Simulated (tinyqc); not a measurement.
Field length and prefactor from two substrate currents.

Inverse problem. For Em = (Vd - Vdsat)/l, Isub/Id = (Ai/Bi)(Vd - Vdsat) exp(-Bi l/(Vd - Vdsat)), and l = sqrt(3 tox xj). Find l, Ai and xj.

Values chosen for this exercise: oxide thickness tox = 8.9 nm; ionisation field Bi = 1.81 MV/cm.

Isub/Id at Vd - Vdsat = 2.2 and 3 V: 0.0133217458  0.0728198600

Solution. ln[Isub/(Id (Vd - Vdsat))] is linear in 1/(Vd - Vdsat) with slope -Bi l.

l = 63.3 nm
Ai = 2.00e6 1/cm
xj = 150 nm

Program tinyqc, `OMP_NUM_THREADS=1 python tinyqc.py 2550122 2550123 out.jsonl`; Intel Xeon 2.30GHz, shared host, one thread, about 0.01 s.
